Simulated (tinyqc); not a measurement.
Off-state leakage of single and stacked transistors: course of the iteration.

n-channel devices of unit width. Subthreshold current I(Vg, Vs, Vd) = I0 (T/300 K)^0.5 exp[(Vg - Vs - VT(T) - gb (Vs - Vb) + dd (Vd - Vs))/(nf Vt)] (1 - exp(-(Vd - Vs)/Vt)), VT(T) = VT - cT (T - 300 K). Gate-edge tunnelling Ig (Vd/1 V) exp(ag (Vd - 1 V)), for a gate at 0 V, and band-to-band leakage Ab u exp(-Bb/u), u = Vd - Vb + 1 V, flow at a drain held at V; both are taken as independent of T. In a stack of off transistors (all gates at 0 V) the same subthreshold current passes through each.

Start: Vx = dd V/(1 + gb + 2 dd), the solution for Vx well above Vt, rounded to three decimals.

Stack of two, Vx the node between them: I_low = I(0, 0, Vx), I_up = I(0, Vx, V), f = ln(I_up/I_low), f' = -(1 + gb + 2 dd)/(nf Vt) - 1/(Vt (exp(Vx/Vt) - 1)) - 1/(Vt (exp((V - Vx)/Vt) - 1)), Vx(new) = Vx - f/f'.

Stop when the step is below 1e-11 V, or after 40 iterations.

Values chosen for this exercise; values of the order met in bulk silicon logic transistors:

| symbol | value | unit | meaning |
|---|---|---|---|
| T | 358 | K | temperature |
| V | 0.9 | V | supply voltage |
| VT | 0.46 | V | threshold at 300 K, zero drain and body bias |
| cT | 0.5 | mV/K | fall of the threshold with temperature |
| I0 | 0.14 | uA/um | current at threshold at 300 K |
| nf | 1.42 |  | slope factor |
| dd | 0.15 |  | drain-induced lowering per volt |
| gb | 0.21 |  | rise of the threshold per volt of source-body bias |
| Vb | -0.3 | V | body voltage |

Constants: q = 1.602176634e-19 C, kB = 1.380649e-23 J/K, Vt = kB T/q. Results are converted to the units shown.

Course of the iteration:
```
iteration  Vx before the step (V)  step (V)
1                           0.089   1.96e-3
2                       0.0909624   3.41e-6
3                       0.0909658  9.86e-12
```

Did this iteration meet its convergence test, and what does its course show?

Yes. Converged in 3 iterations. The subthreshold current of the stack is 0.002506 nA/um, 16.8 times less than that of one transistor (the drain leakage is unchanged); the estimate exp[dd V (1 + gb + dd)/((1 + gb + 2 dd) nf Vt)] gives 16.0.

Numbers from tinyqc (`OMP_NUM_THREADS=1 python tinyqc.py 2242187 2242188 out.jsonl`; about 0.03 s on one thread of a shared Intel Xeon 2.30GHz).
